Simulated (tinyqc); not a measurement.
# Thermal and gravitational stress in a wafer during furnace and rapid thermal processing, and the onset of slip, step by step

A worked calculation. Computed by tinyqc, a small Python program that keeps every step. Command: `OMP_NUM_THREADS=1 python tinyqc.py 3021322 3021323 out.jsonl slip walk`. One thread of a shared host (Intel(R) Xeon(R) Processor @ 2.30GHz), about 0.01 s of CPU time with the checks. Intermediate numbers are printed to about 6 digits and carried at full precision; extremes and crossings named in words are read from the listed rows.

A thin free disc in plane stress, isotropic; T(r) = T_centre + dT (r/R)^n with n = 2. Stress is positive in tension; sigma_SB = 5.670374419e-8 W/(m^2 K^4), g = 9.80665 m/s^2.

Inputs (values chosen for the exercise, modelled on silicon): wafer radius R = 150 mm; thickness t = 775 micrometre; Young's modulus E = 146 GPa; Poisson ratio nu = 0.22; expansion alpha = 4.12 1e-6/K; edge less centre temperature dT = -19 K; temperature T = 1050 K; prefactor A of the critical stress = 0.00035 MPa; energy U of the critical stress = 1.04 eV; density rho = 2330 kg/m^3; heat capacity c = 966 J/(kg K); conductivity k = 24.7 W/(m K); wafer spacing s = 7 mm; ramp rate = 1.2 K/min; radius of the support ring over R = 0.89.

Temperature profile: parabolic.

Constants: k_B = 8.617333262e-05 eV/K.

## Thermal stress

With x = r/R: s_rr = alpha E dT (1 - x^n)/(n + 2), s_tt = alpha E dT [1 - (n + 1) x^n]/(n + 2).

Temperature and stresses at r/R = 0, 0.3, 0.5, 0.7, 0.8, 0.9, 0.95, 1:
```
r/R   T - T_centre (K)  s_rr (MPa)  s_tt (MPa)
0.00            0.0000    -2.85722    -2.85722
0.30           -1.7100    -2.60007    -2.08577
0.50           -4.7500    -2.14291    -0.71430
0.70           -9.3100    -1.45718     1.34289
0.80          -12.1600    -1.02860     2.62864
0.90          -15.3900    -0.54287     4.08582
0.95          -17.1475    -0.27858     4.87870
1.00          -19.0000     0.00000     5.71444
```

hoop stress at the edge = 5.71444 MPa

r/R where s_tt = 0 = 0.577350

The cold edge is stretched; the edge stress is n times that at the centre in size.

## Resolved stress round the edge

At the edge the stress is uniaxial along the tangent d = (cos phi, sin phi, 0) of a (001) wafer; the Schmid factor is the largest |(d.n)(d.b)| over the twelve {111}<110> systems.

Schmid factor and resolved stress at phi = 0, 7.5, 15, 22.5, 30, 37.5 and 45 degrees from [100]:
```
phi from [100] (degrees)  Schmid factor  resolved stress (MPa)
0.0                            0.408248                2.33291
7.5                            0.454124                2.59507
15.0                           0.482963                2.75986
22.5                           0.492799                2.81607
30.0                           0.482963                2.75986
37.5                           0.454124                2.59507
45.0                           0.408248                2.33291
```

The factor is 1/sqrt(6) = 0.408 along <100> and <110> and peaks at 0.4928 at 22.5 degrees, so slip, if any, starts at eight places between these directions.

## Slip criterion

Critical resolved stress tau_c = A exp(U/(k_B T)), a form chosen for the exercise; slip when 0.492799 |s_tt(R)| > tau_c; allowed |dT| = tau_c (n + 2)/(0.492799 n alpha E).

critical stress tau_c = 34.3438 MPa

resolved over critical stress = 0.0819965

allowed |dT| = 231.717 K

No slip; the margin is a factor 12.

## Ramp rate in a batch furnace

In a stack heated from the rim, heat flows inward by conduction and by radiation between wafers: k_eff = k + (16/3) sigma_SB T^3 s^2/t (a diffusion estimate with the spacing as path length). A steady ramp gives the parabolic lag dT = rho c (ramp) R^2/(4 k_eff); the allowed ramp uses n = 2.

k_eff = 46.8347 W/(m K)

lag of the centre = 5.40653 K

allowed ramp rate = 51.4306 K/min

Radiation carries 47 % of the inward flow. The ramp is 0.02 of the allowed one.

## Gravity

Own weight q = rho g t on a ring of radius b R, x = r/R: moments of an edge-supported plate, M_r = q R^2 (3 + nu)(1 - x^2)/16 and M_t = q R^2 [(3 + nu) - (1 + 3 nu) x^2]/16, less the uniform moment inside the ring load, q R^2 [(1 - nu)(1 - b^2) - 2 (1 + nu) ln b]/8; stress at the lower face = 6 M/t^2.

stress at the centre = 0.578873 MPa

radial stress at the ring = -0.0556166 MPa

hoop stress at the ring = 0.251776 MPa

The largest of these is 0.0084 tau_c when halved for shear. Point supports give far higher local stress than a ring.

## Position of the support ring

The formulas are those given above.

Stress at the lower face (MPa):
```
b        centre  radial at ring  hoop at ring  largest in size
0.40  -0.637310       -0.765473     -0.703382         0.765473
0.50  -0.331493       -0.531749     -0.434731         0.531749
0.60  -0.067472       -0.355840     -0.216134         0.355840
0.65   0.053952       -0.284480     -0.120519         0.284480
0.70   0.170112       -0.222389     -0.032233         0.222389
0.75   0.282002       -0.168573      0.049718         0.282002
0.80   0.390426       -0.122228      0.126138         0.390426
0.90   0.599384       -0.049444      0.264895         0.599384
1.00   0.801022        0.000000      0.388073         0.801022
```

Among these rows the largest stress is least, 0.222 MPa, for a ring at 0.7 R, 3.6 times below edge support: the overhang balances the sag of the centre. All values scale as R^2/t.

## Limits against temperature

The formulas are those given above.

For the parabolic profile:
```
T (K)  tau_c (MPa)  allowed |dT| (K)  k_eff (W/(m K))  allowed ramp (K/min)
1050       34.3438           231.717          46.8347               51.4306
1125       15.9611           107.689          51.9247               26.4998
1200        8.1635            55.079          57.7406               15.0717
1275        4.5180            30.483          64.3310                9.2933
1350        2.6703            18.017          71.7442                6.1257
1425        1.6681            11.255          80.0286                4.2685
1500        1.0922             7.369          89.2325                3.1163
```

From 1050 to 1500 K the allowed difference falls 31 times and the allowed ramp 17 times; radiation, which grows as T^3, gives back a factor 1.91. Ramps must slow as the wafer gets hotter.

Checks made by the program: force balance: the hoop stress integrates to zero (added to the edge stress) (relative difference below 1e-10).
